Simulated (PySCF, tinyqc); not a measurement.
Inside a calculation. Method: CIS and TDHF on RHF in the sto-3g basis, for H4, spin multiplicity 1. The lowest restricted solution is unstable here: a spin-polarised one lies 0.0237 hartree lower (PySCF). One step of it, computed by the program tinyqc.

Problem. TDHF (RPA) singlet states. B(ia,jb) = 2 (ia|jb) - (ib|ja); the squared energies are the eigenvalues of (A - B)(A + B); 1 hartree = 27.211386 eV.

CIS matrix A, singlet (hartree), lower triangle:
```
,1>3,1>4,2>3,2>4
1>3,0.660089
1>4,0.000000,0.991323
2>3,0.000000,0.016048,0.231273
2>4,0.103493,0.000000,0.000000,0.744783
```

Two-electron integrals over orbitals (pq|rs), unique and non-zero (hartree):
```
p,q,r,s,(pq|rs)
1,1,1,1,0.501934
2,1,2,1,0.148579
2,2,1,1,0.492495
2,2,2,2,0.502062
3,1,3,1,0.124217
3,2,3,2,0.082947
3,3,1,1,0.487185
3,3,2,2,0.481370
3,3,3,3,0.494729
4,1,3,2,0.081745
4,1,4,1,0.080608
4,2,3,1,0.125467
4,2,4,2,0.137535
4,3,2,1,0.147442
4,3,4,3,0.162083
4,4,1,1,0.493788
4,4,2,2,0.502091
4,4,3,3,0.501456
4,4,4,4,0.522416
```

Give: TDHF matrix B, singlet; squared energies w^2; TDHF energies from the positive w^2.

Solution.

TDHF matrix B, singlet (hartree), lower triangle:
```
,1>3,1>4,2>3,2>4
1>3,0.1242
1>4,0.0000,0.0806
2>3,0.0000,0.0380,0.0829
2>4,0.1692,0.0000,0.0000,0.1375
```

squared energies w^2 (hartree^2): 0.0461  0.3444  0.5758  0.9743

TDHF energies from the positive w^2 (eV): 5.8442  15.9693  20.6491  26.8598
